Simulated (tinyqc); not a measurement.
Chemical vapour deposition: Grove model, boundary layer, depletion and step coverage: one step, computed by the program tinyqc.

A precursor diffuses to the surface and reacts there at first order; each molecule that reacts adds one formula unit of film.

Question. Uniformity across a wafer. Between two wafers the gas diffuses inward and reacts on both faces: (D/r) d/dr (r dC/dr) = 2 k_s C/s, so C(r)/C_g = I0(phi r/R)/I0(phi) with phi^2 = 2 k_s R^2/(s D); G(r) = k_s C(r)/N, 1 cm/s = 6e8 nm/min; the mean over the wafer is eta = 2 I1(phi)/(phi I0(phi)).

Inputs (values chosen for the exercise, close to those used for silicon nitride (counted as SiN4/3)):
```
quantity,value,unit
temperature T,840,C
film density N,4e+22,formula units/cm^3
wafer radius R,10,cm
wafer spacing s,0.88,cm
```

Reactor: wafer stack, low pressure.

surface rate constant k_s = 2.761881 cm/s

gas diffusivity D = 10067.88 cm^2/s

precursor density C_g = 5.465192e+14 1/cm^3

Give: Thiele modulus phi; growth rate G at the edge; rate at the centre over rate at the edge; effectiveness eta.

Answer.

Thiele modulus phi = 0.24969

growth rate G at the edge = 22.641 nm/min

rate at the centre over rate at the edge = 0.98459

effectiveness eta = 0.99229

The centre lags the edge by 1.5 %; for small phi the lag is phi^2/4 = 1.6 %. Caution: the mean free path 3D/c is comparable with or larger than the wafer spacing, where wall collisions cap D near (2s) c/3 and the lag is larger than computed.
